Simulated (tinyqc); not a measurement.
Conductivity against temperature: Debye-Callaway model of lattice thermal conductivity. Computed by tinyqc, a small Python program. Command: `OMP_NUM_THREADS=1 python tinyqc.py 3012208 3012209 out.jsonl callaway walk`. One thread of a shared host (Intel(R) Xeon(R) Processor @ 2.30GHz), about 0.01 s of CPU time with the checks.

Three acoustic branches with one velocity v, cut at omega_D = k_B Theta/hbar; x = hbar omega/(k_B T). v and Theta are separate inputs: Theta cuts off the heat-carrying modes, so C need not reach 3 k_B/V. gamma is an effective value that sets the umklapp rate.

Inputs (values chosen for the exercise, for a model crystal):

| quantity | value | unit |
|---|---|---|
| sound velocity v | 6460 | m/s |
| Debye temperature Theta | 731 | K |
| volume per atom V | 10.2 | angstrom^3 |
| mean atomic mass M | 37.4 | u |
| effective Grueneisen parameter gamma | 2.04 | - |
| umklapp exponent divisor b | 2.5 | - |
| vacancy fraction n_v | 0.0029 | - |
| Casimir length L | 250 | micrometre |

Sample: crystal. Point defects: vacancies. Normal processes: left out.

Constants: k_B = 1.380649e-23 J/K; hbar = 1.054571817e-34 J s; u = 1.6605390666e-27 kg.

Method:
- A vacancy counts as a mass defect Delta M/M = -3 (the missing mass and twice its bonds), so Gamma = 9 n_v. A = V Gamma/(4 pi v^3).
- Rates: point defects A omega^4; umklapp B omega^2 T exp(-Theta/(b T)) with B = hbar gamma^2/(M v^2 Theta). Boundaries: v/L.
- kappa_1 = c int tau_C g dx, g = x^4 e^x/(e^x - 1)^2, c = (k_B/(2 pi^2 v)) (k_B T/hbar)^3, over 0 < x < min(Theta/T, 40), by 96 Gauss-Legendre points in s with x = x_max s^2; tau_C = tau_R, the inverse of the summed rates, and kappa = kappa_1.
- The boundary limit is C v^2/(3 x boundary rate), with C = 3 c int g dx / v^2.

Rayleigh coefficient A = 7.85838e-44 s^3

Kappa (W/(m K)):

| T (K) | all processes | without point defects | boundary limit |
|---|---|---|---|
| 7.3 | 48.513 | 95.014 | 95.014 |
| 15 | 131.35 | 824.31 | 824.31 |
| 26 | 201.29 | 4288.5 | 4292.8 |
| 44 | 255.04 | 15074 | 20801 |
| 73 | 275.96 | 7203.5 | 92468 |
| 120 | 224.02 | 2006.9 | 3.1544e+05 |
| 220 | 126.99 | 574.63 | 7.4612e+05 |
| 370 | 76.789 | 237.07 | 1.0150e+06 |
| 580 | 51.236 | 121.13 | 1.1323e+06 |
| 950 | 33.517 | 62.602 | 1.1888e+06 |

What follows from these numbers?

kappa peaks among these rows at 73 K (T/Theta = 0.100) with 276 W/(m K). The exponent d ln kappa/d ln T is 1.38 at the cold end and -0.86 at the hot end. Point defects cost most at 44 K, a factor 59.1.

Extremes, crossings and ranges named in words are read from the listed rows.
